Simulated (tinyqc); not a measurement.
Inside a calculation. Model: undoped symmetric double-gate MOSFET, analytic potential model.

tinyqc, about 0.03 s, one thread, Intel Xeon 2.30GHz (shared host): `OMP_NUM_THREADS=1 python tinyqc.py 2440106 2440107 out.jsonl` Printed values are rounded.

An undoped body of thickness ts between two equal insulators and tied gates; long channel, electrons only, n = ni exp((psi - V)/Vt) with V the quasi-Fermi potential (0 at the source, Vd at the drain), constant mobility, no quantisation. Across the body psi(x) = V - 2 Vt ln[(ts/(2 beta)) sqrt(q ni/(2 eps0 eps_r Vt)) cos(2 beta x/ts)], x from the centre. Q is the electron charge per area of the whole body.

Inputs (values chosen for the exercise); material values close to those of gallium arsenide:
```
symbol,value,unit,meaning
T,350,K,temperature
Eg,1.43,eV,band gap
eps_r,13,,relative permittivity of the semiconductor
Nc,5.48e17,cm^-3,conduction-band density of states at T
Nv,1.14e19,cm^-3,valence-band density of states at T
eox,3.77,,relative permittivity of the gate insulator
tox,1.4,nm,insulator thickness
ts,12,nm,body thickness
dphi,-0.05,V,gate work function less that of the intrinsic body
mu,110,cm^2/(V s),channel mobility
L,0.5,um,gate length
Vg,0.81,V,gate voltage
Vd,0.3,V,drain voltage
```

Constants: q = 1.602176634e-19 C, kB = 1.380649e-23 J/K, Vt = kB T/q, eps0 = 8.8541878128e-14 F/cm where lengths are in cm. Results are converted to the units shown.

Range of the model: The surface density at the source passes 0.3 Nc, where Boltzmann statistics fail.

## Constants of the body

ni = sqrt(Nc Nv) exp(-Eg/(2 Vt)), Eg in volts; r = eps_r tox/(eox ts); V0 = dphi + 2 Vt ln[(2/ts) sqrt(2 eps0 eps_r Vt/(q ni))].

ni = 1.265598e8 cm^-3
r = 0.4022989
V0 = 0.6429648 V

## Iteration 1: beta at the source by Newton steps

beta at the start = 0.5

With V = 0: f = ln(beta) - ln(cos beta) + 2 r beta tan(beta) - (Vg - V0)/(2 Vt); f' = 1/beta + tan(beta) + 2 r [tan(beta) + beta/cos^2(beta)]; beta(new) = beta - f/f'.

f = -3.111876
f' = 3.508220
beta after iteration 1 = 1.387024

## Iteration 2: beta at the source by Newton steps

As before.

f = 5.261965
f' = 43.84928
beta after iteration 2 = 1.267023

## Course of the iteration: beta at the source by Newton steps

Stop when beta changes by less than 1e-11, or after 40 iterations. beta must stay between 0 and pi/2.

Course of the iteration:
```
iteration      beta  |change|
1          1.387024     0.887
2          1.267023     0.120
3          1.159633     0.107
4          1.119416    0.0402
5          1.116063   3.35e-3
6          1.116043   1.96e-5
7          1.116043  6.60e-10
8          1.116043         0
```

Converged in 8 iterations. At the end the number of correct digits about doubles with each step.

## Charges and drain current

beta_s = 1.116043
beta_d = 0.1086393

beta (between 0 and pi/2) solves (Vg - V0 - V)/(2 Vt) = ln(beta) - ln(cos beta) + 2 r beta tan(beta). Q = 8 eps0 eps_r Vt beta tan(beta)/ts; I = mu (1/L)(4 eps0 eps_r/ts)(2 Vt)^2 [g(beta_s) - g(beta_d)] per width, g = beta tan(beta) - beta^2/2 + r beta^2 tan^2(beta), with beta_s at V = 0 and beta_d at V = Vd.

Qs = 528.2938 nC/cm^2
Qd = 2.742389 nC/cm^2
g(beta_s) = 3.755966
g(beta_d) = 0.006004387
I = 11.51760 uA/um

The term r beta^2 tan^2(beta), which gives the square law, makes up 55.8 % of g at the source.

## Potential and electron density across the body at the source

x/ts, point 0 to 6: 0  0.1  0.2  0.3  0.4  0.45  0.5

psi(x) as above with V = 0 and beta = beta_s; n = ni exp(psi/Vt).

```
point    psi (V)    n (cm^-3)
0      0.6995875  1.499382e18
1      0.7011028  1.576637e18
2      0.7058091  1.842890e18
3      0.7142623  2.439049e18
4      0.7277261  3.811455e18
5      0.7371420  5.208023e18
6      0.7492143  7.771550e18
```

The density at the surface is 5.18 times that at the centre (1/cos^2 beta). It reaches 14 Nc, where Boltzmann statistics overestimate it.
